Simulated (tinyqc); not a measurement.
## Sneak resistance and off state from two reads

Question. A cell Rc in parallel with a sneak path Rsn = K Ron [2/(N - 1) + 1/(N - 1)^2], N = 16, is read through a sense resistor Ron: Vout = Vr Ron/(Ron + Rc Rsn/(Rc + Rsn)). In the low state Rc = Ron. Find Rsn, K and Roff.

Parameters, values chosen for the exercise: resistance of the low state Ron = 50 kohm; read voltage Vr = 0.1 V.

Vout with the selected cell low and high (mV): [71.0280374, 60.8091024]

Answer. Each read gives the parallel resistance; the first yields Rsn, the second then Roff.

Rsn = 34.44 kohm
K = 5.000
Roff = 500.0 kohm

Numbers from tinyqc (`OMP_NUM_THREADS=1 python tinyqc.py 2880148 2880149 out.jsonl`; about 0.04 s on one thread of a shared Intel Xeon 2.30GHz).
